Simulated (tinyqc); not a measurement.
What each parameter does: k.p values derived from sp3s* tight binding at Gamma.

At Gamma the states are two-level mixtures: s-like S+ (upper) and S- (lower) from [[Esa, Vss], [Vss, Esc]], p-like P- (valence) and P+ from [[Epa, Vxx], [Vxx, Epc]], and the bare s* levels. With real k in 1/angstrom and kz = 0, the phase sums over the four bonds are g0 = 1 - (a k/4)^2/2, g1 = i a kx/4, g3 = -(a/4)^2 kx ky to second order. Each mixture is written (anion, cation) with the anion part positive. c = hbar^2/2m0. No spin-orbit coupling.

Recipe: P = (a/4)(sa pc Vsapc + sc pa Vscpa) between an s and a p state ((a/4) pc Vxapc and (a/4) pa Vpaxc for s*), Ep = P^2/c for S+ to P-; m0/m = [-(a/4)^2 sa sc Vss + sum P^2/(E(S+) - E(P))]/c; L = d0 + F, M = d0 + H1, N = dN + F + H1 with d0 = -(a/4)^2 pa pc Vxx, dN = -2 (a/4)^2 pa pc Vxy, F = sum P^2/(E(P-) - E(s)) over the four s-like states, H1 = Q^2/(E(P-) - E(P+)), Q = (a/4) Vxy (pa p'c - pc p'a); g1 = -(L + 2M)/(3c), g2 = -(L - M)/(6c), g3 = -N/(6c).

Constants: hbar^2/2m0 = 3.80998211 eV angstrom^2.

Inputs chosen for the exercise (near a published set for GaSb, fitted to gaps, whose masses and valley positions are rough; the results hold for these values, not for the real material):

| symbol | value | unit | meaning |
|---|---|---|---|
| a | 6.101 | angstrom | lattice constant |
| Esa | -7.303 | eV | s level of the anion |
| Epa | 0.857 | eV | p level of the anion |
| Esc | -3.901 | eV | s level of the cation |
| Epc | 2.893 | eV | p level of the cation |
| Exa | 6.613 | eV | s* level of the anion |
| Exc | 5.971 | eV | s* level of the cation |
| Vss | -6.209 | eV | s-s |
| Vxx | 1.574 | eV | px-px |
| Vxy | 4.114 | eV | px-py |
| Vsapc | 4.935 | eV | s anion, p cation |
| Vscpa | 4.689 | eV | s cation, p anion |
| Vxapc | 4.985 | eV | s* anion, p cation |
| Vpaxc | 4.204 | eV | p anion, s* cation |

The recipe applied anew.

Results for these values:

| case | EG (eV) | Ep (eV) | m (m0) | g1 | g2 | g3 |
|---|---|---|---|---|---|---|
| base | 0.8353 | 13.519 | 0.0704 | 7.462 | 2.554 | 3.122 |

What happens to each result for Epc = 3.043 eV, all else kept?

Answer: EG falls from 0.8353 to 0.8021; Ep falls from 13.519 to 13.435; m falls from 0.0704 to 0.0678; g1 rises from 7.462 to 7.619; g2 rises from 2.554 to 2.659; g3 rises from 3.122 to 3.214.

The same for each parameter in turn:

| case | EG (eV) | Ep (eV) | m (m0) | g1 | g2 | g3 |
|---|---|---|---|---|---|---|
| base | 0.8353 | 13.519 | 0.0704 | 7.462 | 2.554 | 3.122 |
| Epc = 3.043 eV | 0.8021 | 13.435 | 0.0678 | 7.619 | 2.659 | 3.214 |
| Exa = 6.463 eV | 0.8353 | 13.519 | 0.0704 | 7.466 | 2.556 | 3.124 |
| Vscpa = 4.839 eV | 0.8353 | 14.127 | 0.0669 | 7.703 | 2.675 | 3.242 |
| Exc = 6.121 eV | 0.8353 | 13.519 | 0.0704 | 7.451 | 2.549 | 3.116 |
| Vxy = 3.964 eV | 0.8353 | 13.519 | 0.0704 | 7.330 | 2.587 | 3.102 |
| Vxapc = 5.135 eV | 0.8353 | 13.519 | 0.0704 | 7.473 | 2.560 | 3.127 |
| Esa = -7.453 eV | 0.7805 | 13.538 | 0.0650 | 7.850 | 2.748 | 3.316 |

Exa, Exc and Vxapc act through the s* states, which enter F alone and leave EG, Ep and m.

(tinyqc, `OMP_NUM_THREADS=1 python tinyqc.py 1482839 1482840 out.jsonl`, Intel(R) Xeon(R) Processor @ 2.30GHz, 1 thread, shared host, about 0.01 s.)
